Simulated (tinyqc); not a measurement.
Avalanche multiplication and breakdown of a junction from ionisation integrals: one step, computed by the program tinyqc.

Ionisation coefficients follow the local field. Position x runs through the depletion layer from the p side (x = 0), where electrons enter, to the n side (x = w), where holes enter. The built-in voltage is neglected.

Question. On-resistance of the drift layer. R_on = w/(e mu N) with w the width at breakdown; figure of merit V_B^2/R_on; for a triangular field it equals eps eps_0 mu F_m^3/4.

Inputs (values chosen for the exercise, modelled on GaAs): permittivity eps = 12.9; drift-layer mobility mu = 7700 cm^2/(V s); doping N of the lightly doped side = 1.6e+14 1/cm^3.

Junction: one-sided abrupt p+n.

width at breakdown = 108.5077 micrometre

breakdown voltage = 1321.245 V

critical field F_m = 0.2435301 MV/cm

Constants: e = 1.602176634e-19 C; eps_0 = 8.8541878128e-12 F/m.

Give: specific on-resistance; V_B^2/R_on; eps eps_0 mu F_m^3/4.

Answer.

specific on-resistance = 54.97 milliohm cm^2

V_B^2/R_on = 31.76 MW/cm^2

eps eps_0 mu F_m^3/4 = 31.76 MW/cm^2
